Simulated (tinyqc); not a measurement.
From results back to parameters: phonon-assisted absorption at an indirect gap. Three cases, with inputs chosen for the exercise.

Problem. A slab transmits Tr = (1 - R)^2 x/(1 - R^2 x^2) with x = exp(-alpha d) and R = ((nr - 1)/(nr + 1))^2.

Case 1.

Values chosen (out of a larger set: loosely those of Si at room temperature; Eg is not tied to T; not measured data): nr = 3.6 (refractive index); d = 3.3 micrometre (thickness).

Tr = 0.374026

Case 2.

Values chosen (out of a larger set: loosely those of Si at room temperature; Eg is not tied to T; not measured data): nr = 3.53 (refractive index); d = 110 micrometre (thickness).

Tr = 0.0984659

Case 3.

Values chosen (out of a larger set: loosely those of GaP at room temperature; Eg is not tied to T; not measured data): nr = 3.41 (refractive index); d = 82 micrometre (thickness).

Tr = 9.92893e-08

Find: x; alpha.

Solution. Tr R^2 x^2 + (1 - R)^2 x - Tr = 0; take the positive root, then alpha = -ln(x)/d.

Case 1.

x = 0.7600
alpha = 832 1/cm

Case 2.

x = 0.2071
alpha = 143 1/cm

Case 3.

x = 2.018e-07
alpha = 1.88e+03 1/cm

Computed by tinyqc, one run a case: `OMP_NUM_THREADS=1 python tinyqc.py N N+1 out.jsonl` with N = 1650486, 1650553, 1650558; one thread of a shared Intel(R) Xeon(R) Processor @ 2.30GHz, about 0.01 s a run at most.
